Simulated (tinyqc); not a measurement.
Inside a calculation. Method: geometry optimisation on the RHF/sto-6g surface (energies and gradients from PySCF), for BeH2, spin multiplicity 1. Computed by tinyqc, a small Python program that keeps every step (integrals from PySCF). Settings: charge = 0, multiplicity = 1, basis = sto-6g, optimiser = bfgs, first Hessian = 1.0, largest step = 0.1, iteration cap = 30. Command: `OMP_NUM_THREADS=1 python tinyqc.py 22160 22161 out.jsonl` (the two numbers bound the seeds that draw the settings). One thread of a shared host (Intel(R) Xeon(R) Processor @ 2.60GHz), about 2 s of CPU time with the checks.

## Step 1: energy and gradient

positions at the start (bohr):
```
            x          y         z
1Be  0.024566   0.041574  0.005669
2H   0.005669   2.424519  0.018897
3H   0.009449  -2.415070  0.062361
```

Self-consistent energy and analytic gradient at these positions.

energy = -15.72563629 hartree

gradient (hartree/bohr):
```
               x            y            z
1Be   0.00068998   0.01822851  -0.00159514
2H   -0.00028470  -0.01102105   0.00069516
3H   -0.00040529  -0.00720746   0.00089998
```

## Step 1: move

Quasi-Newton step p = -H^(-1) g (first H = 1 times the unit matrix); steps longer than 0.1 bohr are cut back.

positions after step 1 (bohr):
```
            x          y         z
1Be  0.023876   0.023345  0.007264
2H   0.005954   2.435540  0.018202
3H   0.009854  -2.407863  0.061461
```

## Step 2: energy and gradient

As before.

energy = -15.72596046 hartree

gradient (hartree/bohr):
```
               x            y            z
1Be   0.00066702   0.00477167  -0.00140626
2H   -0.00031816  -0.00353448   0.00068406
3H   -0.00034886  -0.00123719   0.00072220
```

## Step 2: move

inverse Hessian in use (bohr^2/hartree), lower triangle:
```
           1          2          3          4          5          6          7          8
1   1.002139
2   0.032627   1.231150
3  -0.004692  -0.068762   1.010264
4  -0.000962  -0.015570   0.002121   1.000430
5  -0.020933  -0.171638   0.044364   0.009912   1.123050
6   0.002177   0.033462  -0.004779  -0.000979  -0.021447   1.002216
7  -0.001177  -0.017057   0.002572   0.000532   0.011021  -0.001198   1.000644
8  -0.011694  -0.059512   0.024398   0.005658   0.048588  -0.012015   0.006035   1.010924
9   0.002515   0.035299  -0.005485  -0.001142  -0.022916   0.002563  -0.001373  -0.012383

          9
9  1.002922
```

Quasi-Newton step p = -H^(-1) g (the inverse Hessian comes from BFGS updates; coordinates in the order x, y, z of each atom); steps longer than 0.1 bohr are cut back.

positions after step 2 (bohr):
```
            x          y         z
1Be  0.022953   0.016613  0.009212
2H   0.006394   2.440503  0.017255
3H   0.010337  -2.406093  0.060460
```

## Convergence

Stop when the largest gradient component is below 3e-5 hartree/bohr. The inverse Hessian follows the BFGS update with s = step, y = change of gradient.

Course of the optimisation:
```
step   E (hartree)  largest gradient (hartree/bohr)
1     -15.72563629                         1.82e-02
2     -15.72596046                         4.77e-03
3     -15.72599144                         1.25e-03
4     -15.72599585                         1.15e-03
5     -15.72600958                         1.01e-03
6     -15.72601239                         9.08e-04
7     -15.72601495                         7.46e-04
8     -15.72601640                         5.70e-04
9     -15.72601707                         2.48e-04
10    -15.72601715                         5.11e-05
11    -15.72601716                         3.44e-06
```

Final distances (angstrom):
```
pair    distance
2H-1Be  1.284155
3H-1Be  1.284161
3H-2H   2.568315
```

Converged in 11 steps.
